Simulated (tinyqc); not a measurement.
Thermal resistances of a two-die stack.

Problem. Heat leaves through the lower die only, and the system is linear. Find the resistance R1 from the lower die to the coolant, R2 between the dies, and the rise of the upper die when both are powered.

Values chosen for this exercise: power of the lower die P1 = 60 W; power of the upper die P2 = 13 W.

rises of the lower and upper die with only the lower one powered (K): [48, 48]
rises of the lower and upper die with only the upper one powered (K): [10.4, 14.43]

Solution. With only the lower die powered no heat crosses R2, so both dies rise by P1 R1; the difference in the second test is P2 R2; rises add.

R1 = 0.8000 K/W
R2 = 0.3100 K/W
rise of the upper die = 62.43 K

tinyqc, about 0.02 s, one thread, Intel Xeon 2.30GHz (shared host): `OMP_NUM_THREADS=1 python tinyqc.py 2162154 2162155 out.jsonl`
